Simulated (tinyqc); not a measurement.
First phase against the interface composition: thermodynamics of metal silicides: hull, first phase, silicon consumed, nucleation and stability against SiO2. Computed by tinyqc, a small Python program. Command: `OMP_NUM_THREADS=1 python tinyqc.py 3004549 3004550 out.jsonl silphase walk`. One thread of a shared host (Intel(R) Xeon(R) Processor @ 2.30GHz), about 0.01 s of CPU time with the checks.

Entropies of formation of the solids are neglected, so heats stand for free energies. Si fractions: M5Si3 0.3750, MSi 0.5000, MSi2 0.6667.

Inputs (values chosen for the exercise, of the order of those of titanium silicides for heats and volumes only): heat of formation of M5Si3 = -71.7 kJ/mol atoms; heat of formation of MSi = -64.5 kJ/mol atoms; heat of formation of MSi2 = -46.2 kJ/mol atoms.

Phases: M5Si3, MSi, MSi2.

Method. Effective heat of formation: at the interface the mixture has the Si fraction x_e; the limiting element scales the heat, H_eff = H x_e/x if x_e < x, H (1 - x_e)/(1 - x) otherwise. The rule names the most negative as the first phase; its restriction to congruently melting phases is left out here.

H_eff (kJ/mol atoms):
```
x_e      M5Si3     MSi     MSi2  first phase
0.10  -19.1200  -12.90   -6.930        M5Si3
0.20  -38.2400  -25.80  -13.860        M5Si3
0.30  -57.3600  -38.70  -20.790        M5Si3
0.36  -68.8320  -46.44  -24.948        M5Si3
0.42  -66.5376  -54.18  -29.106        M5Si3
0.48  -59.6544  -61.92  -33.264          MSi
0.54  -52.7712  -59.34  -37.422          MSi
0.60  -45.8880  -51.60  -41.580          MSi
0.66  -39.0048  -43.86  -45.738         MSi2
0.75  -28.6800  -32.25  -34.650         MSi2
```

What follows from these numbers?

Each phase is a triangle with its apex at its own composition. In order of x_e the first phase is M5Si3, then MSi, then MSi2. On either side of all three the ranking is that of H/x (Si-poor) or H/(1 - x) (Si-rich).
